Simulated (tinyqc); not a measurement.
Thresholds of impact ionisation and Auger recombination from band masses, step by step. Values are carried at full precision from step to step, so a last printed digit may differ when a step is redone from the rounded ones.

Parabolic bands, no phonon. At threshold the three slow carriers share one velocity. With M their total mass and m4 the mass of the fast carrier, the fast carrier has the kinetic energy E_T = G M/(M - m4) and the slow ones together E_a = G m4/(M - m4), the activation energy of the Auger rate. CCCH (fast electron): G = Eg, M = 2 me + mh, m4 = me. CHHS (hole into the split-off band): G = Eg - Dso, M = 2 mh + me, m4 = ms; this form holds for Eg > Dso (below, the process needs about Dso - Eg and is marked by a dash). CHHL (hole into the light band): G = Eg, M = 2 mh + me, m4 = ml. CHHH (fast heavy hole): G = Eg, M = 2 mh + me, m4 = mh.

Constants: kB = 8.617333262e-05 eV/K; hbar^2/2m0 = 3.80998211 eV angstrom^2.

Values chosen for the exercise (near those of GaSb, gap at low temperature and not tied to T; the results hold for these values, not for the real material):
- Eg = 0.826 eV (gap at Gamma to the s-like level)
- Dso = 0.774 eV (spin-orbit splitting)
- me = 0.0392 m0 (electron mass at Gamma)
- mh = 0.32 m0 (heavy-hole mass)
- ms = 0.126 m0 (split-off mass)
- ml = 0.0438 m0 (light-hole mass)
- T = 200 K (temperature)

## Thresholds of four processes

Give G, M, m4, E_T, E_a and E_a/kT.

Results:

| process | G (eV) | M | m4 | E_T (eV) | E_a (eV) | E_a/kT |
|---|---|---|---|---|---|---|
| CCCH | 0.8260 | 0.3984 | 0.0392 | 0.9161 | 0.0901 | 5.23 |
| CHHS | 0.0520 | 0.6792 | 0.1260 | 0.0638 | 0.0118 | 0.69 |
| CHHL | 0.8260 | 0.6792 | 0.0438 | 0.8829 | 0.0569 | 3.30 |
| CHHH | 0.8260 | 0.6792 | 0.3200 | 1.5619 | 0.7359 | 42.70 |

The lowest activation energy is that of CHHS (12 meV), then CHHL (57 meV). CHHS leads because G = Eg - Dso is small. At equal G a light fast carrier takes up the energy with little momentum, so little is asked of the slow ones; CHHH asks 0.89 Eg. For equal masses E_T would be 3/2 Eg; for electrons here it is 1.109 Eg.

## Momenta at the CCCH threshold

At the threshold of the parabolic CCCH process the fast electron has E_T = Eg M/(M - me), M = 2 me + mh, and the slow carriers E_a = E_T - Eg together. It has k4 = sqrt(me E_T/c), c = hbar^2/2m0; the slow carriers share k4 in proportion to their masses. Give the wave vectors and kinetic energies, and check that they add up to E_a.

k4 = 0.09709 1/angstrom

electron, electron, hole (1/angstrom): 0.00955  0.00955  0.07798

their kinetic energies (meV): 8.87  8.87  72.40

sum = 90.14 meV

The hole carries 80 % of the momentum and of the energy of the slow carriers.

## Non-parabolicity raises the threshold

Non-parabolic fast electron: E (1 + alpha E) = c k^2/me with alpha = (1 - me)^2/Eg; the slow carriers stay parabolic, so E_T = Eg + me E_T (1 + alpha E_T)/M, M = 2 me + mh (the root between Eg and 1.9 Eg).

Give alpha, E_T, E_a = E_T - Eg and k4.

alpha = 1.1176 1/eV
E_T = 1.0508 eV
E_a = 0.2248 eV
k4 = 0.15333 1/angstrom

E_a is 2.49 times the parabolic value, since an electron at E_T above the edge has 1 + alpha E_T = 2.17 times the squared momentum, and E_T itself is 1.15 times higher. In the real crystal the L valleys lie below this energy, so the fast electron may not stay in the Gamma valley.

## Temperature dependence

For non-degenerate carriers at fixed densities the Auger coefficient goes as exp(-E_a/kT), up to slowly varying powers of T. Give exp(-E_a/kT) for the parabolic and the non-parabolic CCCH value, and the characteristic temperature T0 = kT^2/E_a of each.

Boltzmann factors: 0.005352  2.162e-06

T0 (K): 38  15

Non-parabolicity lowers the factor by 2.5e+03 times; direct CCCH is then negligible, and processes with lower thresholds, or assisted by phonons or defects, take over.

## Checks

- Largest energy that an electron at k4 can give to a pair, by numerical search, against Eg (eV): both 0.8260.

tinyqc: `OMP_NUM_THREADS=1 python tinyqc.py 1850138 1850139 out.jsonl`; about 0.01 s, one thread, shared Intel(R) Xeon(R) Processor @ 2.30GHz.
